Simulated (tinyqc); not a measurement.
UHF in the sto-3g basis, for H4, spin multiplicity 3, step by step. This run ends on a higher stationary point, not on the lowest solution. One step of it, computed by the program tinyqc.

Problem. Orthogonalisation. S = U s U^T; symmetric (Loewdin) form X = U s^(-1/2) U^T, so that X^T S X = 1.

overlap S:
```
          1H 1s     2H 1s     3H 1s     4H 1s
1H 1s  1.000000  0.266488  0.012838  0.000315
2H 1s  0.266488  1.000000  0.194202  0.012838
3H 1s  0.012838  0.194202  1.000000  0.266488
4H 1s  0.000315  0.012838  0.266488  1.000000
```

Give: eigenvalues of S; X.

Solution.

eigenvalues of S: 0.6312  0.8016  1.1743  1.3929

X:
```
         1H 1s    2H 1s    3H 1s    4H 1s
1H 1s   1.0286  -0.1421   0.0148  -0.0022
2H 1s  -0.1421   1.0443  -0.1064   0.0148
3H 1s   0.0148  -0.1064   1.0443  -0.1421
4H 1s  -0.0022   0.0148  -0.1421   1.0286
```
